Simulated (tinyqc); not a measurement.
Which input was changed? Model: phonon transmission through an interface between two chains by Green functions. Computed by tinyqc, a small Python program. Command: `OMP_NUM_THREADS=1 python tinyqc.py 3015211 3015212 out.jsonl agf which`. One thread of a shared host (Intel(R) Xeon(R) Processor @ 2.30GHz), about 0.07 s of CPU time with the checks.

Two semi-infinite chains (masses m_1, m_2; springs k_1, k_2), motion along the chain. The central region holds the end atom of each chain, joined by springs k_b. lambda = omega^2 in eV/(angstrom^2 u); nu = 15.6333042 THz x sqrt(lambda).

Inputs (values chosen for the exercise, for two model chains):
```
quantity                          value           unit
mass m_1                           44.7              u
spring k_1                           10  eV/angstrom^2
mass m_2                           21.8              u
spring k_2                         10.4  eV/angstrom^2
junction spring k_b                4.48  eV/angstrom^2
probe frequency / lower band top   0.27              -
temperature T                       500              K
```

Atoms in the interlayer: none.

Constants: nu for 1 eV/(angstrom^2 u) = 15.6333042 THz; h x 1 THz = 4.135667696 meV; k_B = 8.617333262e-05 eV/K; k_B = 1.380649e-23 J/K; h = 6.62607015e-34 J s.

Method:
- nu_max = 15.6333042 THz x 2 sqrt(k/m); impedance Z = sqrt(k m); long-wave transmission 4 Z_1 Z_2/(Z_1 + Z_2)^2; the probe frequency is the given share of the lower band top.
- In chain i, sin(q_i a/2) = nu/nu_max,i. An outgoing wave makes the next atom move as exp(i q_i a) times the end atom, so the lead adds the self-energy Sigma_i = -k_i exp(i q_i a) to the force-constant matrix; Gamma_i = -2 Im Sigma_i = 2 k_i sin(q_i a).
- A = lambda M - K - Sigma over the central atoms, with K_ii the sum of the springs at i, K_(i,i+1) = -k_b; G = inverse of A; transmission = Gamma_1 Gamma_2 |G_(first,last)|^2.
- Landauer conductance G = k_B int tau(nu) x^2 e^x/(e^x - 1)^2 d nu, x = h nu/(k_B T), from 0 to the lower band top (240 Gauss-Legendre points in s from 0 to 1, nu = nu_top sin(pi s/2)); tau is the transmission, and its thermal mean is G over the value for tau = 1 in the same window; the quantum is g_0 = pi^2 k_B^2 T/(3 h).

Task: One of these inputs alone was changed, within the range given: mass m_1 (22.35 to 89.4); mass m_2 (10.9 to 43.6); junction spring k_b (2.24 to 8.96); temperature T (250 to 1000). Which one, and to what value?

Results:
```
run     long-wave transmission  thermal mean of the transmission  conductance G (pW/K)
before               0.9717424                         0.6745180              130.4545
after                0.9826505                         0.6695621              129.4961
```

Result:

Each candidate set to reproduce long-wave transmission, and what it then gives:
```
candidate                            range searched  value needed  thermal mean of the transmission  conductance G (pW/K)
mass m_1 (u)                          22.35 to 89.4         38.52                           0.67162                138.76
mass m_2 (u)                           10.9 to 43.6         25.30                           0.66956                129.50
junction spring k_b (eV/angstrom^2)    2.24 to 8.96     no effect                                 -                     -
temperature T (K)                       250 to 1000     no effect                                 -                     -
```

Only mass m_2 fits every result: it went from 21.8 to 25.3 u. The next best candidate, mass m_1, misses one result by 7.2 %.
